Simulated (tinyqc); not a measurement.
Comparisons within one model: donor near an oxide interface in a gate field (two-state model). A value that a table varies takes the place of the one given here.

Interface at z = 0 (hard wall), donor at z = d, field F pulling electrons to the interface: potential e F z; 1 kV/cm = 1e-5 eV/angstrom, c = hbar^2/2m0, q = e^2/(4 pi eps0), Q = (eps - eo)/(eps + eo). Donor state: E_D = e F d - ED - q Q/(4 eps d), the last term joining the images of ion and electron. Interface state: z exp(-b z/2) exp(-rho^2/(2 L^2)) with E_z = c b^2/(4 mz) + 3 e F/b + q Q b/(8 eps), minimised over b; in the plane at z = 3/b the ion (distance D = d - 3/b) and its image (D' = d + 3/b) give E_rho = c/(mt L^2) - (q/eps)(sqrt(pi)/L)[erfcx(D/L) + Q erfcx(D'/L)], erfcx(x) = exp(x^2) erfc(x), minimised over L. E_I = E_z + E_rho.

The two states couple by t = t0 exp(-D/aD) with t0 = q/(eps aD) (2 aD/L) sqrt(aD b/2) v, v a valley factor; this form is an estimate. With detuning u = E_D - E_I the splitting is sqrt(u^2 + 4 t^2) and the lower state has weight (1 - u/sqrt(u^2 + 4 t^2))/2 on the donor.

Constants: hbar^2/2m0 = 3.80998211 eV angstrom^2; e^2/(4 pi eps0) = 14.39964547 eV angstrom.

Inputs chosen for the exercise (near those of a donor in Si below SiO2, static dielectric constants; not measured data):
- d = 70 angstrom (depth of the donor)
- ED = 42.6 meV (bulk binding energy)
- mz = 0.933 m0 (mass across the interface)
- mt = 0.185 m0 (mass in the plane)
- eps = 11.6 (dielectric constant of the semiconductor)
- eo = 3.9 (dielectric constant of the oxide)
- aD = 15.8 angstrom (donor radius)
- v = 0.33 (valley factor)
- Fl = (86.895, 100.472, 105.903, 108.619, 111.334, 116.765, 130.342) kV/cm (fields)
- dl = (65, 90, 120, 155, 200, 250) angstrom (depths)

## Sweeping the field

Both levels, the splitting, the donor weight and the mean depth w d + (1 - w) 3/b.

Results:

| F (kV/cm) | E_D (meV) | E_I (meV) | splitting (meV) | donor weight | mean depth (angstrom) |
|---|---|---|---|---|---|
| 86.895 | 16.024 | 24.324 | 8.53 | 0.986 | 69.5 |
| 100.472 | 25.528 | 28.724 | 3.67 | 0.935 | 67.4 |
| 105.903 | 29.330 | 30.405 | 2.06 | 0.761 | 60.1 |
| 108.619 | 31.231 | 31.231 | 1.73 | 0.500 | 49.2 |
| 111.334 | 33.131 | 32.047 | 2.02 | 0.232 | 37.9 |
| 116.765 | 36.933 | 33.654 | 3.68 | 0.054 | 30.0 |
| 130.342 | 46.437 | 37.532 | 9.04 | 0.008 | 26.9 |

What does this show, and why?

E_D rises by 0.70 and E_I by 0.30 meV per kV/cm, so they cross once, near 108.6 kV/cm, where the splitting is 2t = 1.73 meV. The donor weight passes from 0.85 to 0.15 while the detuning goes from -2t to 2t, a window of 8.7 kV/cm or 8 % of the field; across the table the charge moves by 43 angstrom.

## Depth of the donor

Critical field, and the coupling, E_rho and L at that field.

Results:

| d (angstrom) | critical field (kV/cm) | e F d/ED | t (meV) | E_rho (meV) | L (angstrom) |
|---|---|---|---|---|---|
| 65 | 120.3 | 1.836 | 1.2 | -20.41 | 59 |
| 90 | 77.8 | 1.644 | 0.24 | -15.38 | 74 |
| 120 | 54.1 | 1.525 | 0.037 | -11.91 | 91 |
| 155 | 39.7 | 1.444 | 0.0043 | -9.46 | 109 |
| 200 | 29.4 | 1.379 | 0.00027 | -7.50 | 131 |
| 250 | 22.7 | 1.332 | 1.2e-05 | -6.11 | 154 |

How do the results move?

The critical field falls from 120 to 23 kV/cm, with exponent -1.24 in d, while t drops by a factor 9.6e+04, about e for each 16 angstrom at the end (aD = 15.8). One lattice plane (1.36 angstrom) of misplacement changes t by 8 % and the critical field by about 1.4 % at 120 angstrom.

## What each parameter does

Critical field (E_D = E_I), and t and L there. Each row changes one parameter from the base and keeps the others.

Results:

| case | critical field (kV/cm) | t (meV) | L (angstrom) |
|---|---|---|---|
| base | 108.6 | 0.864 | 62.3 |
| d = 85 angstrom | 83.8 | 0.333 | 71.4 |
| ED = 48.6 meV | 123.4 | 0.805 | 63.1 |
| aD = 17.4 angstrom | 108.6 | 1.16 | 62.3 |
| mz = 0.793 m0 | 112.9 | 0.907 | 61.8 |
| mt = 0.213 m0 | 106.7 | 0.929 | 58.5 |
| eo = 5.8 | 104.9 | 0.823 | 63.8 |
| eps = 12.3 | 111.1 | 0.784 | 64.0 |

What does this show?

The largest shifts from the base row, up to three for each result and ties (the steps differ in size, so this ranks the rows, not the parameters). critical field (kV/cm): d -24.8, ED +14.8, mz +4.3; unchanged at the printed digits by aD. t (meV): d -0.531, aD +0.291, eps -0.0805. L (angstrom): d +9.1, mt -3.8, eps +1.7; unchanged at the printed digits by aD.

Program tinyqc; command `OMP_NUM_THREADS=1 python tinyqc.py 1281746 1281747 out.jsonl`; about 0.1 s on one thread of a shared Intel(R) Xeon(R) Processor @ 2.30GHz.
